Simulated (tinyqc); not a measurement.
Arrhenius plot: admittance spectroscopy and thermally stimulated current of one trap level in a depletion layer. Computed by tinyqc, a small Python program. Command: `OMP_NUM_THREADS=1 python tinyqc.py 3113812 3113813 out.jsonl admit walk`. One thread of a shared host (Intel(R) Xeon(R) Processor @ 2.30GHz), about 0.01 s of CPU time with the checks.

A Schottky junction on n-type material holds one donor-like electron trap; shallow donors are fully ionised and abrupt depletion edges are assumed.

Inputs (values chosen for the exercise, modelled on n-type 4H-SiC):

| quantity | value | unit |
|---|---|---|
| density-of-states mass m | 0.769 | m_0 |
| shallow doping N | 3.5e+16 | 1/cm^3 |
| trap depth E_t below the band | 0.213 | eV |
| capture cross section sigma | 6.6e-17 | cm^2 |
| test frequency f | 800000 | Hz |

Constants: k_B = 1.380649e-23 J/K; m_0 = 9.1093837015e-31 kg; h = 6.62607015e-34 J s; k_B = 8.617333262e-05 eV/K.

Method:
- N_c = 2 (2 pi m k_B T/h^2)^(3/2), v_th = sqrt(3 k_B T/m), emission rate e_n = sigma v_th N_c exp(-E_t/(k_B T)).
- Where the level crosses the Fermi level capture equals emission, so the trap follows the signal with the rate 2 e_n; G/omega peaks at omega = 2 e_n (the correction for large N_t/N is left out).
- Solve 2 e_n(T_p) = 2 pi f.
- T_p for 0.1, 0.3, 1, 3 and 10 f; least-squares lines of ln(e_n/T^2) and of ln(e_n) against 1/(k_B T), e_n = pi f; sigma = exp(intercept)/(v_th N_c/T^2).

peak temperature T_p = 287.410 K

Peaks:

| f (Hz) | T_p (K) | 1/(k_B T) (1/eV) | ln(e_n/T^2) | ln(e_n) |
|---|---|---|---|---|
| 8.00e+04 | 235.34 | 49.310 | 1.5124 | 12.435 |
| 2.40e+05 | 257.83 | 45.009 | 2.4285 | 13.533 |
| 8.00e+05 | 287.41 | 40.376 | 3.4153 | 14.737 |
| 2.40e+06 | 320.26 | 36.235 | 4.2974 | 15.836 |
| 8.00e+06 | 364.85 | 31.806 | 5.2407 | 17.040 |

depth from e_n/T^2 = 0.213 eV

cross section from the intercept = 6.60e-17 cm^2

depth without the T^2 = 0.26295 eV

Leaving out T^2 adds 50 meV, near 2 k_B T_p = 50 meV.

Extremes, crossings and ranges named in words are read from the listed rows.
